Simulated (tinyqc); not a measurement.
Inside a calculation. Method: coupled-perturbed Hartree-Fock on RHF in the sto-3g basis, for BeH2, spin multiplicity 1. One step of it, computed by the program tinyqc.

Question. Coupled step 2. U_ai = -(mu_ai + sum_bj [4 (ai|bj) - (ab|ij) - (aj|bi)] U_bj) / (e_a - e_i); alpha = -4 sum U_ai mu_ai.

U after step 1:
```
           i1         i2        i3
a4  -0.018005  -2.070986  0.000000
a5   0.000000   0.000000  0.000000
a6  -0.003819  -0.292790  0.000000
a7   0.000000   0.000000  0.215597
```

dipole integrals <a|z|i> (bohr):
```
          i1        i2         i3
a4  0.143986  0.956811   0.000000
a5  0.000000  0.000000   0.000000
a6  0.045754  0.130451   0.000000
a7  0.000000  0.000000  -0.228880
```

orbital energies (hartree): MO1 -4.537919, MO2 -0.406749, MO3 -0.360895, MO4 0.203886, MO5 0.213367, MO6 0.343500, MO7 0.641384

Two-electron integrals over orbitals (pq|rs), unique and non-zero (hartree):
```
(11|11) 2.272093    (21|11) -0.185127   (21|21) 0.023337    (22|11) 0.451368
(22|21) -0.005532   (22|22) 0.368690    (31|31) 0.004875    (32|31) 0.010301
(32|32) 0.156248    (33|11) 0.409556    (33|21) -0.002236   (33|22) 0.379172
(33|33) 0.402284    (41|11) 0.063045    (41|21) -0.007540   (41|22) 0.003836
(41|33) 0.002084    (41|41) 0.016971    (42|11) -0.036056   (42|21) 0.002161
(42|22) 0.010242    (42|33) 0.014675    (42|41) 0.012984    (42|42) 0.048748
(43|31) -0.000280   (43|32) 0.022822    (43|43) 0.017059    (44|11) 0.560287
(44|21) -0.007426   (44|22) 0.346717    (44|33) 0.329332    (44|41) -0.007136
(44|42) -0.041605   (44|44) 0.452597    (51|51) 0.015738    (52|51) 0.014869
(52|52) 0.047026    (53|53) 0.011880    (54|51) -0.005137   (54|52) -0.013946
(54|54) 0.027174    (55|11) 0.569187    (55|21) -0.007099   (55|22) 0.349690
(55|33) 0.328770    (55|41) 0.002088    (55|42) -0.018056   (55|44) 0.397597
(55|55) 0.449859    (61|11) -0.182794   (61|21) 0.023634    (61|22) -0.004876
(61|33) -0.002229   (61|41) -0.003337   (61|42) 0.005896    (61|44) -0.008614
(61|55) -0.005471   (61|61) 0.025278    (62|11) 0.137325    (62|21) -0.005494
(62|22) -0.009666   (62|33) -0.037443   (62|41) 0.005851    (62|42) -0.008515
(62|44) 0.055474    (62|55) 0.069042    (62|61) -0.003470   (62|62) 0.082976
(63|31) -0.000127   (63|32) -0.088943   (63|43) -0.019339   (63|63) 0.083979
(64|11) 0.031630    (64|21) 0.000317    (64|22) 0.001303    (64|33) -0.008690
(64|41) 0.012090    (64|42) 0.029270    (64|44) 0.001752    (64|55) 0.014005
(64|61) 0.004189    (64|62) 0.033582    (64|64) 0.039578    (65|51) 0.015248
(65|52) 0.044173    (65|54) -0.008009   (65|65) 0.045836    (66|11) 0.463431
(66|21) -0.006270   (66|22) 0.373970    (66|33) 0.381470    (66|41) 0.011587
(66|42) 0.033435    (66|44) 0.338828    (66|55) 0.351804    (66|61) -0.002981
(66|62) -0.011520   (66|64) 0.017929    (66|66) 0.403976    (71|31) 0.009145
(71|32) 0.016698    (71|43) -0.000799   (71|63) 0.000476    (71|71) 0.017263
(72|31) 0.004674    (72|32) -0.038124   (72|43) -0.018013   (72|63) 0.060812
(72|71) 0.008481    (72|72) 0.057410    (73|11) 0.151386    (73|21) -0.003843
(73|22) 0.001388    (73|33) -0.018552   (73|41) 0.000281    (73|42) -0.024750
(73|44) 0.068736    (73|55) 0.072486    (73|61) -0.003619   (73|62) 0.076610
(73|64) 0.019563    (73|66) -0.016806   (73|73) 0.088764    (74|31) -0.003310
(74|32) -0.039747   (74|43) 0.006876    (74|63) 0.025316    (74|71) -0.005728
(74|72) 0.007978    (74|74) 0.027370    (75|53) 0.013056    (75|75) 0.016978
(76|31) 0.008864    (76|32) 0.132275    (76|43) 0.024309    (76|63) -0.084413
(76|71) 0.014767    (76|72) -0.044619   (76|74) -0.032775   (76|76) 0.124801
(77|11) 0.536228    (77|21) -0.007127   (77|22) 0.392213    (77|33) 0.407228
(77|41) 0.001996    (77|42) 0.002486    (77|44) 0.375470    (77|55) 0.373411
(77|61) -0.006878   (77|62) -0.014343   (77|64) -0.006717   (77|66) 0.400761
(77|73) 0.006780    (77|77) 0.443620
```

Give: U after step 2; polarisability.

Answer.

U after step 2:
```
         i1       i2      i3
a4  -0.0113  -2.2437  0.0000
a5   0.0000   0.0000  0.0000
a6  -0.0016  -0.3290  0.0000
a7   0.0000   0.0000  0.2066
```

polarisability = 8.9546 bohr^3
